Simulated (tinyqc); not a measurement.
## Deformation potential from the mobility gain

Question. Tension X along [100] raises the x valleys by D = Xu (s11 - s12) X against the y and z valleys. Their share is f = w/(w + 2), w = exp(-D/Vt), and for current along [100] mu/mu0 = [f/ml + (1 - f)/mt]/[(1/ml + 2/mt)/3]. Find f, D and Xu.

Parameters, values chosen for the exercise; values close to those of silicon:

| symbol | value | unit | meaning |
|---|---|---|---|
| T | 273 | K | temperature |
| s11 | 7.58 | 1/TPa | compliance |
| s12 | -2.13 | 1/TPa | compliance |
| ml | 0.918 | m0 | longitudinal mass |
| mt | 0.197 | m0 | transverse mass |

Constants: q = 1.602176634e-19 C, kB = 1.380649e-23 J/K, Vt = kB T/q. Results are converted to the units shown.

mu/mu0 = 1.09163502
X = 110 MPa

Answer. The gain is linear in f; w = 2 f/(1 - f).

f = 0.2472
D = 9.891 meV
Xu = 9.260 eV

Program tinyqc, `OMP_NUM_THREADS=1 python tinyqc.py 2530080 2530081 out.jsonl`; Intel Xeon 2.30GHz, shared host, one thread, about 0.01 s.
